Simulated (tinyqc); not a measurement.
The product rho l across metals: free and nearly free electrons in a metal.

Constants: hbar^2/2m0 = 3.80998211 eV angstrom^2; hbar = 6.58211957e-16 eV s.

Free electrons with m = 1; fcc cells hold 4 atoms and bcc cells 2; n = atoms z/a^3, kF = (3 pi^2 n)^(1/3), rho l = hbar kF/(n e^2), e = 1.602176634e-19 C. Inputs are chosen for the exercise.

Cases:
```
case     lattice  a (angstrom)  z  rho (micro-ohm cm)
near Ag      fcc         4.094  1                1.46
near K       bcc         5.226  1                6.85
near Cu      fcc         3.598  1                1.54
near Na      bcc         4.207  1                4.40
near Al      fcc         4.084  3                2.46
near Li      bcc         3.458  1                9.87
```

Rank the cases by rho l (1e-16 ohm m^2), lowest first.

Answer: near Al, near Cu, near Ag, near Li, near Na, near K.

Results:
```
case     lattice  a (angstrom)  z  rho (micro-ohm cm)  kF (1/angstrom)  EF (eV)  l (nm)  rho l (1e-16 ohm m^2)
near Ag      fcc         4.094  1                1.46            1.200     5.48    57.9                   8.45
near K       bcc         5.226  1                6.85            0.746     2.12    31.9                  21.87
near Cu      fcc         3.598  1                1.54            1.365     7.10    42.4                   6.53
near Na      bcc         4.207  1                4.40            0.926     3.27    32.2                  14.17
near Al      fcc         4.084  3                2.46            1.734    11.46    16.4                   4.04
near Li      bcc         3.458  1                9.87            1.127     4.84     9.7                   9.57
```

rho l falls as n^(-2/3): it is lowest for the case near Al and highest for near K. The lowest bulk rho belongs to near Ag; in very narrow wires, where rho l rules, the order changes. Real Fermi surfaces depart from spheres, most for the polyvalent and noble metals.

Computed by tinyqc, a small Python program: `OMP_NUM_THREADS=1 python tinyqc.py 1681983 1681984 out.jsonl` (the numbers bound the seed that draws the inputs); one thread of a shared host (Intel(R) Xeon(R) Processor @ 2.30GHz), about 0.01 s for the whole set of steps.
